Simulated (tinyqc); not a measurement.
Out-diffusion of a doped substrate or buried layer into a growing epitaxial film: one step, computed by the program tinyqc.

x is counted from the original substrate surface into the film, whose surface moves as x = v t. Substrate dopant has one diffusivity; the dopant of the film is taken as uniform.

Problem. Transition width. After growth and the later budget: l2 = 2 sqrt(D t + (Dt)2); C(x) = (C_s/2) erfc(x/l2) + share x C_s exp(-x/decay length) for x > 0 (autodoping taken as unchanged by the later budget). The transition x_t solves C(x) = C_e, where the total doping is twice the intended value. Usable film = d - x_t. Also give x_t for the erfc term alone, after growth and after the later budget.

Inputs (values chosen for the exercise, modelled on antimony in silicon):

| quantity | value | unit |
|---|---|---|
| substrate concentration C_s | 3.2e+18 | 1/cm^3 |
| film doping C_e | 2.5e+15 | 1/cm^3 |
| film thickness d | 4.9 | um |
| growth temperature T | 1200 | C |
| autodoping level at the start, as a share of C_s | 0.0001 | - |
| decay length of autodoping | 0.41 | um |
| later thermal budget (Dt)2 | 4.2e-10 | cm^2 |

Film doping: same type as the substrate.

length l = 0.1356004 um

Give: length l2; x_t after growth, erfc alone; x_t after the later budget, erfc alone; x_t with autodoping; usable film.

Solution.

length l2 = 0.4317 um

x_t after growth, erfc alone = 0.3033 um

x_t after the later budget, erfc alone = 0.9655 um

x_t with autodoping = 0.9666 um

usable film = 3.933 um

Solid-state diffusion sets the transition. The later budget is 9.1 times that of the growth.
